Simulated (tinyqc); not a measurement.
Worked calculation: three-band tight binding of a dichalcogenide monolayer. Values are carried at full precision from step to step, so a last printed digit may differ when a step is redone from the rounded ones.

Basis dz2, dxy, dx2-y2 on a triangular lattice, nearest neighbours; alpha = kx a/2, beta = sqrt3 ky a/2. h0 = e1 + 2 t0 (cos 2alpha + 2 cos alpha cos beta); h1 = -2 sqrt3 t2 sin alpha sin beta + 2i t1 (sin 2alpha + sin alpha cos beta); h2 = 2 t2 (cos 2alpha - cos alpha cos beta) + 2i sqrt3 t1 cos alpha sin beta; h11 = e2 + 2 t11 cos 2alpha + (t11 + 3 t22) cos alpha cos beta; h22 = e2 + 2 t22 cos 2alpha + (3 t11 + t22) cos alpha cos beta; h12 = sqrt3 (t22 - t11) sin alpha sin beta + 4i t12 sin alpha (cos alpha - cos beta) + i lam sz. H = [[h0, h1, h2], [., h11, h12], [., ., h22]], Hermitian; the lowest band of each spin is filled. K = (4 pi/3a, 0), M = (pi/a, pi/(sqrt3 a)).

Inputs chosen for the exercise (near a published set for monolayer MoSe2; shifted at random, so the results belong to these values and not to a real crystal): a = 3.323 angstrom (lattice constant); e1 = 0.925 eV (level of dz2); e2 = 2.061 eV (level of dxy and dx2-y2); t0 = -0.187 eV (hopping); t1 = 0.315 eV (hopping); t2 = 0.464 eV (hopping); t11 = 0.213 eV (hopping); t12 = 0.288 eV (hopping); t22 = 0.133 eV (hopping); lam = 0.093 eV (spin-orbit constant); sz = 1 (spin); k = (0.63, 0.14) 1/angstrom (wave vector).

## H at one k

Form alpha, beta and the matrix.

alpha, beta (rad): [1.04675, 0.40289]

H (eV), rows z2, xy, x2-y2 and columns alike:
$$\begin{pmatrix}
0.7674 & -0.5456+1.0477i & -0.8905+0.2141i \\
-0.5456-1.0477i & 2.1301 & -0.0470-0.3254i \\
-0.8905-0.2141i & -0.0470+0.3254i & 2.2836
\end{pmatrix}$$

## Levels and weights

Diagonalise H.

levels (eV): [-0.2619, 2.4535, 2.9895]

weights, rows z2, xy, x2-y2; columns band 1, band 2, band 3:
$$\begin{pmatrix}
0.677 & 0.037 & 0.286 \\
0.202 & 0.379 & 0.419 \\
0.121 & 0.584 & 0.295
\end{pmatrix}$$

## Closed forms at K and Gamma

Three-band model of dz2 (level e1) and dxy, dx2-y2 (level e2), spin sz = +/-1; t1 and t2 drop out at these points. At K: e2 - (3/2)(t11 + t22) - 3 sqrt3 t12 + lam sz (valence), e1 - 3 t0 (conduction), e2 - (3/2)(t11 + t22) + 3 sqrt3 t12 - lam sz. At Gamma: e1 + 6 t0 (valence) and e2 + 3 (t11 + t22) -/+ lam.

Levels (eV):
```
point          band 1  band 2  band 3
K, spin up     0.1385  1.4860  2.9455
K, spin down  -0.0475  1.4860  3.1315
Gamma         -0.1970  3.0060  3.1920
```

smallest direct gap at K = 1.3475 eV
Ev(K) - Ev(Gamma) = 0.3355 eV

Of the two points, the valence band is higher at K, by 336 meV. The dz2 conduction state at K has no atomic orbital angular momentum (Lz = 0) and is not split at this order.

## Bands for both spins

The two lowest bands at the points named.

Levels (eV):
```
k           v, up   c, up  v, down  c, down
G         -0.1970  3.0060  -0.1970   3.0060
G-K 0.25  -0.1936  2.8405  -0.2052   2.8812
G-K 0.5   -0.2520  2.6466  -0.3138   2.6876
G-K 0.6   -0.2655  2.5216  -0.3507   2.4664
G-K 0.75  -0.1715  2.0596  -0.2935   2.0112
G-K 0.9    0.0550  1.6075  -0.1127   1.5921
K          0.1385  1.4860  -0.0475   1.4860
K-M 0.5   -0.1999  1.8312  -0.3101   1.8068
M         -0.4352  1.8735  -0.4352   1.8735
M-G 0.5   -0.2471  2.4775  -0.2471   2.4775
```

The spins are degenerate from M to Gamma, since a vertical mirror plane holds this line and flips sz, and the valence splitting is largest at K (186 meV). The lowest conduction level listed is at K. With nearest neighbours alone the model is made for the neighbourhood of K.

## Checks

- Closed forms at K against the matrix: they agree to 1e-10 or better.

Computed by tinyqc, a small Python program: `OMP_NUM_THREADS=1 python tinyqc.py 1482493 1482494 out.jsonl` (the numbers bound the seed that draws the inputs); one thread of a shared host (Intel(R) Xeon(R) Processor @ 2.30GHz), about 0.02 s for the whole set of steps.
